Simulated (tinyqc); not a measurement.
Worked calculation: Koster-Slater impurity in an sp3s* host. Values are carried at full precision from step to step, so a last printed digit may differ when a step is redone from the rounded ones.

sp3s* tight binding, nearest neighbours only: anion (a) at 0, cation (c) at a/4 (1,1,1), orbitals s, px, py, pz, s* on each; k in units of 2 pi/a. With phases e_j = exp(i (pi/2) k.n_j) for n = (1,1,1), (1,-1,-1), (-1,1,-1), (-1,-1,1): g0 = (e1+e2+e3+e4)/4, g1 = (e1+e2-e3-e4)/4, g2 = (e1-e2+e3-e4)/4, g3 = (e1-e2-e3+e4)/4. The diagonal holds the levels Esa, Epa, Exa (s*) and Esc, Epc, Exc. Anion-cation block: <sa|sc> = Vss g0; <sa|xc> = Vsapc g1; <xa|sc> = -Vscpa g1; <xa|xc> = Vxx g0; <xa|yc> = <ya|xc> = Vxy g3, <xa|zc> = <za|xc> = Vxy g2, <ya|zc> = <za|yc> = Vxy g1; <s*a|xc> = Vxapc g1; <xa|s*c> = -Vpaxc g1; y and z take g2 and g3 in place of g1; s-s* and s*-s* vanish.

Inputs chosen for the exercise (out of a larger set: near a published set for Si; not measured data): p = (-4.179, 1.734, -4.179, 1.734, 6.743, 6.743, -8.245, 1.723, 4.601, 5.709, 5.709, 5.402, 5.402) eV (order Esa, Epa, Esc, Epc, Exa, Exc, Vss, Vxx, Vxy, Vsapc, Vscpa, Vxapc, Vpaxc); N = 4 (mesh); V = 26.8 eV (shift of the p levels).

## The gap of the host

Gaps from the top of the valence band to Gamma, to the minimum on (x,0,0) from 0.5 to 1, and to L; the smallest is Eg.

top of the valence band on the scale of the parameters = 0.0110 eV

gaps (eV): Gamma 3.4460, Delta 1.1685, L 2.4719

Eg (smallest gap of the host) = 1.1685 eV

## Where the weight lies

A defect on an anion site (a) shifts the s level there by Vs or the three p levels by Vp and leaves the rest. A level in the gap solves 1/Vs = G_s(E) (symmetry A1) or 1/Vp = G_p(E) (T2, threefold), with G(E) = (1/N^3) sum over k and bands of w/(E - e), where w is the weight of the state on the s orbital of that site, or the mean weight on its px, py, pz. Mesh: k = f1 (-1,1,1) + f2 (1,-1,1) + f3 (1,1,-1), f = (j + 1/2)/N, j = 0 to N - 1. Energies from the top of the valence band at Gamma; the s* orbital of the site is left as it is. An infinite shift removes the s or p orbitals, the model of the ideal vacancy: G(E) = 0.

For each band: mean energy over the mesh and summed weights; each column of weights adds to one.

Bands:

| band | mean energy (eV) | s weight | p weight |
|---|---|---|---|
| 1 | -10.085 | 0.4144 | 0.0261 |
| 2 | -6.118 | 0.1971 | 0.0901 |
| 3 | -2.260 | 0.0061 | 0.1643 |
| 4 | -1.832 | 0.0017 | 0.1660 |
| 5 | 1.777 | 0.0792 | 0.0784 |
| 6 | 2.667 | 0.2385 | 0.0438 |
| 7 | 5.294 | 0.0041 | 0.1634 |
| 8 | 5.714 | 0.0130 | 0.1575 |
| 9 | 9.724 | 0.0298 | 0.0455 |
| 10 | 10.541 | 0.0161 | 0.0650 |

The filled bands hold 0.619 of the s orbital and 0.446 of each p orbital of the anion. Filled states add positive terms to G in the gap and empty ones negative terms.

## Green functions across the gap

G at nine energies E = Eg j/8.

G(E) (1/eV):

| E (eV) | G_s | G_p |
|---|---|---|
| 0.0000 | -0.07166 | 0.09723 |
| 0.1461 | -0.08435 | 0.06252 |
| 0.2921 | -0.09889 | 0.03564 |
| 0.4382 | -0.11597 | 0.01149 |
| 0.5843 | -0.13666 | -0.01232 |
| 0.7303 | -0.16272 | -0.03779 |
| 0.8764 | -0.19756 | -0.06771 |
| 1.0225 | -0.24888 | -0.10777 |
| 1.1685 | -0.34213 | -0.17639 |

Both fall with E, as dG/dE = -sum w/(E - e)^2 demands. G_s keeps its sign, so the vacancy has no level of this symmetry in the gap. G_p changes sign, so the vacancy has a level of this symmetry in the gap.

## A first estimate from the table

A defect that shifts the p level of its anion site by V has a level where the host Green function G_p(E) equals 1/V; E is counted from the top of the valence band. Find it by linear interpolation between the two rows that bracket it.

1/V = 0.03731 1/eV
estimated level = 0.283 eV

## The level and its weight on the defect

Solve by bisection with the full sum. The weight of the bound state on the shifted orbital is G^2/(-G'), which is also dE/dV.

level = 0.2824 eV
G'(E) = -0.17249 1/eV^2
weight on the defect orbital = 0.0081

The level lies 0.282 eV above the valence band and 0.886 eV below the conduction band. Only 0.8 % of it sits on the shifted orbital, the rest on other orbitals, so a shift of 1 eV moves the level by about 8 meV.

## Checks

- Sum of the s weights over all bands against one: both 1.00000.
- First moment of the s weights against the s level of the site, on the scale of the parameters: both -4.17900.

(tinyqc, `OMP_NUM_THREADS=1 python tinyqc.py 1482882 1482883 out.jsonl`, Intel(R) Xeon(R) Processor @ 2.30GHz, 1 thread, shared host, about 0.01 s.)
